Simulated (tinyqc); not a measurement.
# Minority carriers and saturation current of a heavily doped emitter: effect of temperature on the narrowing factor

n-type, parabolic bands, full ionisation. eta = (EF - Ec)/kB T solves N = Nc F12(eta), F12(x) = (2/sqrt(pi)) int_0^infinity sqrt(u)/(1 + exp(u - x)) du. The gap shrinks rigidly by dEg = E1 [ln(N/N0) + sqrt(ln^2(N/N0) + 0.5)], an empirical law that is here taken as the true narrowing.

Nc is given at 350 K and scales as T^1.5; dEg is held. The factor nie^2/ni^2 = exp(dEg/kB T) g, g = F12(eta) exp(-eta), divides the current gain of a transistor with this emitter.

Inputs (values chosen for the exercise); band and dielectric values those of a made-up semiconductor: conduction-band density of states at 350 K Nc = 3.86e19 cm^-3; ionised donor density N = 1.7e20 cm^-3; energy of the narrowing law E1 = 9.6 meV; density of the narrowing law N0 = 1.1e17 cm^-3.

Constants: q = 1.602176634e-19 C, kB = 1.380649e-23 J/K, Vt = kB T/q. Results are converted to the units shown.

Results:
```
T (K)    eta         g  nie^2/ni^2  its logarithm
150    7.468  0.008967       501.8          6.218
200    5.531   0.04038       146.9          4.990
300    3.545    0.1602       37.90          3.635
350    2.955    0.2294       24.86          3.213
400    2.499    0.2963       17.87          2.883
450    2.132    0.3582       13.70          2.618
```

Estimate the missing row, T = 250 K.

Computed row:
```
T (K)    eta        g  nie^2/ni^2  its logarithm
250    4.350  0.09415       66.46          4.197
```

With this row back in the table: The factor falls from 502 to 13.7. Its slope against q/kB T is 63.5 meV between the first two rows and 82.4 meV between the last two, against dEg = 141 meV: degeneracy takes back part of the narrowing. The factor grows on cooling, so the current gain of such a transistor falls.

Range of the model: Band tails, non-parabolic bands and incomplete ionisation are left out.

tinyqc, about 0.01 s, one thread, Intel Xeon 2.30GHz (shared host): `OMP_NUM_THREADS=1 python tinyqc.py 2330046 2330047 out.jsonl`
